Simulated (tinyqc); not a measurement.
Photoconductance decay in a wafer: bulk and surface recombination modes, and iron detection by pair splitting. From surface time back to surface recombination velocity S. Computed by tinyqc, a small Python program. Command: `OMP_NUM_THREADS=1 python tinyqc.py 3111634 3111635 out.jsonl pcd inv`. One thread of a shared host (Intel(R) Xeon(R) Processor @ 2.30GHz), about 0.07 s of CPU time with the checks.

Both faces of the wafer have the same S; injection is low and all coefficients are constant. x runs from -W/2 to W/2.

Inputs (values chosen for the exercise, modelled on p-type silicon): thickness W = 775 micrometre; diffusivity D = 29 cm^2/s; bulk lifetime tau_b without iron = 62 microsecond.

Method. Even modes cos(a x) obey b tan b = S W/(2 D) with b = a W/2, odd modes sin(a x) obey -b cot b = S W/(2 D); each decays at the rate 1/tau_b + D a^2. tau_eff is the decay time of the first mode. The surface time is 1/(D a^2) of that mode; shortcuts for it are W/(2 S), W^2/(pi^2 D) and their sum, whose error is sum/surface time - 1.

Task: A run gave the result below. Find the surface recombination velocity S, known to lie between 4100 and 11000 cm/s.

surface time = 26.44508 microsecond

Result:

Each step takes the trial c = (a f_b - b f_a)/(f_b - f_a), f being the result less the target and a, b, c the logarithms of the listed values; c replaces end b, the old b replaces a if the sign of f changed, and otherwise f_a is halved.

Scan of the range:

| surface recombination velocity S (cm/s) | surface time (microsecond) |
|---|---|
| 4100 | 29.1726 |
| 4830 | 27.8830 |
| 5700 | 26.7892 |
| 6720 | 25.8768 |
| 7920 | 25.1117 |
| 9330 | 24.4700 |
| 11000 | 23.9273 |

False position (Illinois rule, in the logarithm of the input) inside the bracket:

| step | end a | end b | trial | surface time (microsecond) |
|---|---|---|---|---|
| 1 | 5700.00 | 6720.00 | 6065.13 | 26.4262 |
| 2 | 5700.00 | 6065.13 | 6028.10 | 26.4610 |
| 3 | 6065.13 | 6028.10 | 6045.03 | 26.4451 |
| 4 | 6028.10 | 6045.03 | 6045.00 | 26.4451 |
| 5 | 6028.10 | 6045.00 | 6045.00 | 26.4451 |
| 6 | 6045.00 | 6045.00 | 6045.00 | 26.4451 |

Surface time falls at every point of a 13-point scan of the range (every second point is shown), so one value fits; it is bracketed by 5700 and 6720. Answer: surface recombination velocity S = 6045 cm/s.
